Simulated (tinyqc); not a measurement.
Worked calculation: MOS capacitor with interface traps: C-V stretch-out, conductance peak and subthreshold swing. Computed by tinyqc, a small Python program that keeps every step. Command: `OMP_NUM_THREADS=1 python tinyqc.py 3000427 3000428 out.jsonl mostraps walk`. One thread of a shared host (Intel(R) Xeon(R) Processor @ 2.30GHz), about 0.01 s of CPU time with the checks. Intermediate numbers are printed to about 7 digits and carried at full precision; extremes and crossings named in words are read from the listed rows.

Energies at the interface are counted from the valence band. psi > 0 means bending towards depletion, so the surface potential is +psi. Boltzmann statistics, full ionisation, no quantum confinement. Traps are neutral when filled up to E_n, with a sharp (zero-temperature) occupation.

Inputs (values chosen for the exercise, modelled on silicon, with an insulator like Si3N4):
```
quantity                              value         unit
gap E_g                                1.14           eV
electron mass m_e                      0.33          m_0
valleys M_c                               6            -
hole mass m_h                         0.819          m_0
dielectric constant eps_s              11.5            -
doping N                              4e+15        cm^-3
insulator constant eps_ox              7.32            -
insulator thickness t_ox                 50           nm
work-function difference phi_ms       -0.37            V
fixed charge N_f                    1.1e+10        cm^-2
trap density D_0                    1.9e+12  cm^-2 eV^-1
neutrality level E_n                  0.758           eV
capture cross-section sigma           3e-15         cm^2
band bending towards depletion psi     0.29            V
temperature T                           300            K
edge density D_1                    1.1e+14  cm^-2 eV^-1
tail width w                           0.04           eV
```

Substrate: p-type. Trap spectrum: U-shaped.

Constants: m_0 = 9.1093837015e-31 kg; k_B = 1.380649e-23 J/K; h = 6.62607015e-34 J s; k_B = 8.617333262e-05 eV/K; eps_0 = 8.8541878128e-12 F/m; e = 1.602176634e-19 C.

## Substrate and insulator

N_c = 2 M_c (2 pi m_e k_B T/h^2)^(3/2) and N_v = 2 (2 pi m_h k_B T/h^2)^(3/2), masses in units of m_0. n_i = sqrt(N_c N_v) exp(-E_g/2 k_B T); E_F = k_B T ln(N_v/N); phi_B = (k_B T/e) ln(N/n_i); L_D = sqrt(eps_s eps_0 k_B T/(e^2 N)); C_ox = eps_ox eps_0/t_ox.

k_B T = 0.02585200 eV

n_i = 6.122340e+09 cm^-3

bulk E_F = 0.2183095 eV

phi_B = 0.3461547 V

Debye length L_D = 64.08925 nm

C_ox = 0.1296253 microF/cm^2

effective density of states of the majority band = 1.859935e+19 cm^-3

## Charges at the given band bending

With u = psi/k_B T and r = (n_i/N)^2: F = sqrt(exp(-u) + u - 1 + r (exp(u) - u - 1)); Q_s = -sign(u) sqrt(2) eps_s eps_0 (k_B T/e) F/L_D; C_s = (eps_s eps_0/(sqrt(2) L_D)) |1 - exp(-u) + r (exp(u) - 1)|/F; at high frequency, below strong inversion, the terms in r are dropped. D(E) = D_0 + D_1 [exp(-E/w) + exp(-(E_g - E)/w)]. E_F at the interface is E_s = E_F + psi; Q_it = -e int from E_n to E_s of D(E) dE; C_it = e D(E_s) (per volt); V_G = phi_ms + psi - (Q_s + Q_it + e N_f)/C_ox.

E_s = 0.5083095 eV

Q_s = -0.01856724 microC/cm^2

C_s = 0.03514502 microF/cm^2

C_s at high frequency = 0.03514501 microF/cm^2

D(E_s) = 1.900348e+12 cm^-2 eV^-1

Q_it = 0.07606141 microC/cm^2

C_it = 0.3044694 microF/cm^2

gate voltage V_G = -0.5371372 V

The traps hold positive charge because E_s lies below E_n.

## Capacitances, high-low extraction and swing

C_LF = [1/C_ox + 1/(C_s + C_it)]^-1; C_HF = [1/C_ox + 1/C_s(HF)]^-1; high-low estimate D = [(1/C_LF - 1/C_ox)^-1 - (1/C_HF - 1/C_ox)^-1]/e; stretch-out |dV_G/d psi| = 1 + (C_s + C_it)/C_ox; swing factor at this bending (the subthreshold swing when psi lies between phi_B and 2 phi_B) S = ln(10) (k_B T/e)(1 + (C_s(HF) + C_it)/C_ox).

C_LF = 0.09381691 microF/cm^2

C_HF = 0.02764869 microF/cm^2

high-low estimate of D = 1.900348e+12 cm^-2 eV^-1

stretch-out = 3.619970

swing factor S = 215.4839 mV/decade

The traps add 139.82 mV/decade to the swing, whose thermal limit is 59.5; psi is below phi_B, so S is not yet the subthreshold swing of a transistor.

## Conductance peak

v = sqrt(3 k_B T/m) with the majority mass; surface density n_s = N exp(-psi/k_B T); tau = 1/(sigma v n_s); for a continuum of levels G_p/omega = C_it ln(1 + omega^2 tau^2)/(2 omega tau), which peaks at omega tau = 1.98, the frequency 1.98/(2 pi tau); potential fluctuations are left out.

v = 1.290555e+07 cm/s

n_s = 5.373712e+10 cm^-3

trap time constant = 4.806488e-04 s

peak frequency = 655.6279 Hz

peak of G_p/omega = 0.1225097 microF/cm^2

The peak lies inside the usual window of 100 Hz to 1 MHz.

## The C-V curve with and without traps

C/C_ox = 1/(1 + C_ox/(C_s + C_it)) at low frequency; without traps C_it = Q_it = 0; the high-frequency column uses C_s(HF) alone.

Along the curve:
```
psi (V)   E_s (eV)    V_G (V)  V_G, no traps (V)  C_LF/C_ox  C_LF/C_ox, no traps  C_HF/C_ox  D (cm^-2 eV^-1)
-0.0646  0.1537095  -2.116218         -0.5801367  0.8952888            0.7667568  0.7667568     4.257834e+12
0.0129   0.2312095  -1.610399         -0.3560975  0.7922453            0.5110296  0.5110296     2.239678e+12
0.1040   0.3223095  -1.226746         -0.2014558  0.7422397            0.3280068  0.3280068     1.934831e+12
0.2020   0.4203095  -0.858195         -0.0646231  0.7285563            0.2491796  0.2491796     1.903007e+12
0.3000   0.5183095  -0.500963          0.0623278  0.7233667            0.2101968  0.2101967     1.900279e+12
0.3980   0.6163095  -0.148704          0.1844207  0.7204477            0.1859519  0.1859502     1.900249e+12
0.4960   0.7143095   0.200642          0.3035023  0.7187053            0.1689720  0.1689032     1.902629e+12
0.5940   0.8123095   0.549240          0.4205807  0.7202754            0.1588872  0.1560275     1.930447e+12
0.6920   0.9103095   0.914933          0.5401915  0.7571409            0.2498739  0.1458345     2.252825e+12
```

The same range of bending takes 3.031 V with traps and 1.120 V without: a stretch-out of 170.6 %. The minimum of C_LF/C_ox among these rows rises from 0.159 to 0.719. Fixed charge shifts both curves rigidly by -0.014 V, while the shift from trap charge changes sign where E_s passes E_n.

Checks made by the program: C_s against a finite difference of Q_s (relative difference 2e-10); C_it against a finite difference of Q_it (relative difference below 1e-10).
